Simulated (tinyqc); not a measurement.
What moves the results: Shockley state of an s-p chain by decimation. A value that a table varies takes the place of the one given here.

Each site has s at -d/2 and p at +d/2: H0 = diag(-d/2, d/2). The block to the next site on the right is H1 = [[-ts, u], [-u, tp]] (rows s, p of site n; columns s, p of site n + 1). Bulk: H(k) = [[-d/2 - 2 ts cos k, 2i u sin k], [-2i u sin k, d/2 + 2 tp cos k]]. The bands are inverted at k = pi if d < 2 (ts + tp).

Decimation (Sancho-Rubio) at z = E + i eta: start with es = e = H0, A = H1, B = H1^T. Each round forms g = (z - e)^-1 and sets es += A g B, e += A g B + B g A, A = A g A, B = B g B, doubling the length covered. Stop when all |A| < 1e-10. Surface G = (z - es)^-1, bulk G = (z - e)^-1; densities -Im tr G/pi.

Parameters, chosen for this exercise:
```
symbol  value  unit  meaning
d       2.31   eV    Ep - Es
ts      0.8    eV    s-s hopping
tp      1.3    eV    p-p hopping
u       1.24   eV    s-p hopping
eta     0.02   eV    broadening
E1      -1.64  eV    first energy
dE      0.229  eV    step
E       0.45   eV    energy
```

## Surface against bulk across the gap

Eleven energies E1 + j dE.

Densities (1/eV):
```
E (eV)  surface    bulk
-1.640   0.1375  0.3210
-1.411   0.0177  0.1589
-1.182   0.0098  0.0118
-0.953   0.0125  0.0059
-0.724   0.0240  0.0042
-0.495   0.0921  0.0037
-0.266   9.1460  0.0038
-0.037   0.0793  0.0050
0.192    0.0232  0.0101
0.421    0.0206  0.2007
0.650    0.0946  0.2577
```

edges of the bulk gap (201 k points) (eV): -1.4450  0.4450

Inside the gap the bulk density is only the tail of the broadening, at least 0.0037. The surface density peaks at -0.266 eV among these rows (9.146); a chain of 60 sites puts the surface level at -0.2750 eV.

## Through the band inversion

d = f 2 (ts + tp). Gap edges from 201 k points; levels in the gap from an open chain of 60 sites (their mean, and the weight on the two end sites summed over them, divided by their number); a dash: none.

Against d:
```
f     d (eV)  top of lower band (eV)  bottom of upper band (eV)  levels in the gap  mean level (eV)  end weight
0.10   0.420                 -1.8100                     1.3900                  2          -0.0500       0.981
0.30   1.260                 -1.9700                     0.9700                  2          -0.1500       0.901
0.50   2.100                 -1.5500                     0.5500                  2          -0.2500       0.743
0.70   2.940                 -1.1300                     0.1300                  2          -0.3500       0.505
0.85   3.570                 -0.8150                    -0.1850                  2          -0.4250       0.275
1.15   4.830                 -0.8150                    -0.1850                  0                -           -
1.30   5.460                 -1.1300                     0.1300                  0                -           -
1.60   6.720                 -1.7600                     0.7600                  0                -           -
```

Levels in the gap appear for f = 0.1, 0.3, 0.5, 0.7 and 0.85 and for none of the other rows; the gap closes at f = 1. The level lies at -0.0500 eV for f = 0.1 and -0.4250 eV for f = 0.85, on the line E = d (ts - tp)/(2 (ts + tp)), and its end weight goes from 0.98 to 0.27: no shift of the surface potential is needed, the inversion alone binds it.

## What each parameter does

Gap edges from 201 k points between 0 and pi, and the surface density at E by decimation. Each row changes one parameter from the base and keeps the others.

Results:
```
case           top of lower band (eV)  bottom of upper band (eV)  surface density (1/eV)
base                          -1.4450                     0.4450                  0.0317
d = 2.541 eV                  -1.3295                     0.3295                  0.0818
ts = 0.88 eV                  -1.4450                     0.6050                  0.0141
tp = 1.43 eV                  -1.7050                     0.4450                  0.0293
u = 1.364 eV                  -1.4450                     0.4450                  0.0308
eta = 0.04 eV                 -1.4450                     0.4450                  0.0461
```

The largest shifts from the base row, up to three for each result and ties (the steps differ in size, so this ranks the rows, not the parameters). top of lower band (eV): tp -0.2600, d +0.1155; unchanged at the printed digits by ts, u and eta. bottom of upper band (eV): ts +0.1600, d -0.1155; unchanged at the printed digits by tp, u and eta. surface density (1/eV): d +0.0501, ts -0.0176, eta +0.0145. The base chain is inverted, so a surface state lies in the gap; E lies in the upper band.

Run: tinyqc, `OMP_NUM_THREADS=1 python tinyqc.py 1480690 1480691 out.jsonl`; Intel(R) Xeon(R) Processor @ 2.30GHz, one thread, shared host; about 0.2 s of CPU time with all checks.
